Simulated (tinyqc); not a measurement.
What a faster ramp buys: rapid thermal processing of a wafer: radiative balance, ramp and cooling, pattern effects, pyrometer error and spike budget. Computed by tinyqc, a small Python program. Command: `OMP_NUM_THREADS=1 python tinyqc.py 3110169 3110170 out.jsonl rtp walk`. One thread of a shared host (Intel(R) Xeon(R) Processor @ 2.30GHz), about 0.04 s of CPU time with the checks.

The wafer is opaque and uniform through its thickness unless said otherwise; temperatures in formulas are in kelvin (C + 273.15). sigma = 5.670374419e-12 W/(cm^2 K^4).

Inputs (values chosen for the exercise, modelled on a hot silicon wafer): wafer thickness d = 625 micrometre; heat capacity per volume C = 2.04 J/(cm^3 K); thermal conductivity k = 0.29 W/(cm K); emissivity eps of each face = 0.71; reflectivity of the chamber walls r = 0.45; gas heat-transfer coefficient h, both faces together = 0.74 mW/(cm^2 K); wall temperature T_w = 350 K; process temperature = 801 C; starting temperature = 450 C; ramp rate = 110 K/s; activation energy of the process E_a = 3.46 eV.

Constants: k_B = 8.617333262e-05 eV/K.

Method:
- Effective emissivity between parallel grey plates: eps_eff = 1/(1/eps + 1/(1 - r) - 1). Loss per area q(T) = 2 eps_eff sigma (T^4 - T_w^4) + h (T - T_w).
- Absorbed power during a ramp = q(T) + C d x ramp rate; thermal time constant tau = C d/(dq/dT), dq/dT = 8 eps_eff sigma T^3 + h; natural cooling rate q/(C d); front-to-back difference under one-sided heating at the end of the ramp = (absorbed power) d/(2 k).
- Cooling with the lamps off: C d dT/dt = -q(T), integrated adaptively (relative tolerance 1e-10).
- Spike anneal: linear ramp to the peak, then lamps off. Equivalent time at the peak = int exp(-(E_a/k_B)(1/T - 1/T_peak)) dt; estimate (k_B T^2/E_a)(1/ramp rate + 1/cooling rate). The ramp part uses 4000 trapezoid steps, the cooling part 4000 steps over 4 tau.

time constant tau = 4.90588 s

holding power q = 7.23980 W/cm^2

natural cooling rate = 56.7828 K/s

Against the ramp rate:
```
ramp (K/s)  ramp part (s)  cooling part (s)  total (s)  power at the peak (W/cm^2)
10                 2.7310           0.53169     3.2627                        8.51
25                 1.0924           0.53169     1.6241                       10.43
50                 0.5462           0.53169     1.0779                       13.61
100                0.2731           0.53169     0.8048                       19.99
250                0.1092           0.53169     0.6409                       39.11
500                0.0546           0.53169     0.5863                       70.99
1000               0.0273           0.53169     0.5590                      134.74
```

What does the comparison show, and why?

From 10 to 100 K/s the total falls by a factor 4.1, from 100 to 1000 K/s by 1.44: the cooling part, 0.532 s, is a floor, and the natural cooling rate here is 56.8 K/s.

Extremes, crossings and ranges named in words are read from the listed rows.
